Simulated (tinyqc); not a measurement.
Kronig-Penney superlattice by transfer matrices: one step. Miniband edges. Two cases, with inputs chosen for the exercise.

Task: The edges are the energies where tr M/2 = +1 (q = 0) or -1 (q = pi/d); the first three minibands.

Wells (width a, potential 0, mass mw) alternate with barriers (width b, height V0, mass mb); period d = a + b; c = hbar^2/2m0. The vector (psi, psi'/m) is continuous, and a layer of thickness t carries it by M = [[cos kt, (m/k) sin kt], [-(k/m) sin kt, cos kt]] with k = sqrt(m (E - V)/c); for E < V, k = i kappa gives [[cosh, (m/kappa) sinh], [(kappa/m) sinh, cosh]] of kappa t. A Bloch state obeys cos(q d) = tr(Mb Mw)/2.

Constants: hbar^2/2m0 = 3.80998211 eV angstrom^2.

Give: Minibands.

Case 1.

Values chosen (near those of a non-polar GaN superlattice with barriers of AlGaN; the results hold for these values, not for the real material): a = 43 angstrom (well width); b = 15 angstrom (barrier width); V0 = 0.33 eV (barrier height); mw = 0.202 m0 (mass in the wells); mb = 0.226 m0 (mass in the barriers).

Result:

Minibands:
```
band  bottom (eV)  top (eV)  width (meV)
1          0.0456    0.0604         14.8
2          0.1752    0.2408         65.6
3          0.3717    0.5383        166.5
```

2 minibands of these lie wholly below V0. The first gap is 114.8 meV wide; the single well of width a has E1 = 0.0529 eV, inside the first miniband.

Case 2.

Values chosen (near those of an InGaAs superlattice with barriers of InAlAs; the results hold for these values, not for the real material): a = 71 angstrom (well width); b = 24 angstrom (barrier width); V0 = 0.537 eV (barrier height); mw = 0.041 m0 (mass in the wells); mb = 0.0761 m0 (mass in the barriers).

Result:

Minibands:
```
band  bottom (eV)  top (eV)  width (meV)
1          0.0723    0.0906         18.3
2          0.2944    0.3746         80.2
3          0.6447    0.8712        226.5
```

2 minibands of these lie wholly below V0. The first gap is 203.8 meV wide; the single well of width a has E1 = 0.0812 eV, inside the first miniband.

Computed by tinyqc, one run a case: `OMP_NUM_THREADS=1 python tinyqc.py N N+1 out.jsonl` with N = 1282034, 1282596; one thread of a shared Intel(R) Xeon(R) Processor @ 2.30GHz, about 0.09 s a run at most.
